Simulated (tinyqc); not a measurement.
What each parameter does: strain-driven crossing of the Gamma and L valleys in a germanium-like crystal.

Biaxial loads: e0 is the in-plane strain e_par and the normal is free. (001): e_perp = -2 (C12/C11) e_par; exx = eyy = e_par, ezz = e_perp, no shear. (111): e_perp = -(2 C11 + 4 C12 - 4 C44)/(C11 + 2 C12 + 4 C44) e_par; exx = eyy = ezz = (2 e_par + e_perp)/3 and exy = eyz = ezx = (e_perp - e_par)/3. (110): e_perp = -(C11 + 3 C12 - 2 C44)/(C11 + C12 + 2 C44) e_par; exx = eyy = (e_par + e_perp)/2, ezz = e_par, exy = (e_perp - e_par)/2, eyz = ezx = 0. Uniaxial loads: a stress along n, scaled so that n.e.n = e0, with exx = s11 sxx + s12 (syy + szz), exy = s44 sxy/2, s11 = (C11 + C12)/((C11 - C12)(C11 + 2 C12)), s12 = -C12/((C11 - C12)(C11 + 2 C12)), s44 = 1/C44.

Edges from the unstrained valence top: Gamma at Eg + ac tr(e); an L valley with unit axis u at EgL + aL tr(e) + XuL (u.e.u - tr(e)/3), u along [111], [1-1-1], [-11-1], [-1-11]; valence edges are the levels of the 6 x 6 matrix of X, Y, Z times spin with -Dso/3 + l exx + m (eyy + ezz) on the diagonal (cyclic), n exy off it, l = av + 2 b, m = av - b, n = sqrt(3) d. Spin-orbit term (Dso/3) L.sigma on X, Y, Z with (L_k)_ij = -i epsilon_kij: <X+|H|Y+> = -i Dso/3, <X+|H|Z-> = Dso/3, <Y+|H|Z-> = -i Dso/3, <Z+|H|X-> = -Dso/3, <Z+|H|Y-> = i Dso/3, <X-|H|Y-> = i Dso/3, and their conjugates; + and - are the spin along z.

Inputs chosen for the exercise (near those of Ge, gaps at low temperature; shifted at random, so the results belong to these values and not to a real crystal): Eg = 0.915 eV (gap at Gamma to the s-like level); EgL = 0.73 eV (gap to L); Dso = 0.287 eV (spin-orbit splitting); ac = -8.21 eV (conduction deformation potential); av = 1.26 eV (valence hydrostatic potential); b = -2.57 eV (tetragonal shear potential); d = -5.39 eV (trigonal shear potential); aL = -1.63 eV (hydrostatic potential of the L edge, Xd + Xu/3); XuL = 15.76 eV (uniaxial potential, L); C11 = 126.6 GPa; C12 = 47.7 GPa; C44 = 65.6 GPa; load = biaxial (001) (kind of strain); e0 = 0.0055 (size of the strain).

Direct gap, Gamma minus the lowest L edge and the valence splitting.

One parameter was then changed.

Results before and after:
```
case     direct gap (eV)  Gamma - L (meV)  valence splitting (meV)
base              0.8214            139.9                     53.5
changed           0.8252            144.0                     57.1
```

Which of these changes was made? (a) C12 = 54.855 GPa; (b) Dso = 0.24395 eV; (c) ac = -6.9785 eV; (d) aL = -1.8745 eV; (e) av = 1.071 eV; (f) b = -2.1845 eV; (g) C44 = 75.44 GPa.

Answer: (a) C12 = 54.855 GPa. Of the candidates, run in turn, only this one gives the changed row.

All candidates:
```
case              direct gap (eV)  Gamma - L (meV)  valence splitting (meV)
base                       0.8214            139.9                     53.5
ac = -6.9785 eV            0.8298            148.3                     53.5
C44 = 75.44 GPa            0.8214            139.9                     53.5
b = -2.1845 eV             0.8262            139.9                     45.0
Dso = 0.24395 eV           0.8208            139.9                     54.1
aL = -1.8745 eV            0.8214            141.6                     53.5
C12 = 54.855 GPa           0.8252            144.0                     57.1
av = 1.071 eV              0.8227            139.9                     53.5
```

Run: tinyqc, `OMP_NUM_THREADS=1 python tinyqc.py 1051286 1051287 out.jsonl`; Intel(R) Xeon(R) Processor @ 2.30GHz, one thread, shared host; about 0.01 s of CPU time with all checks.
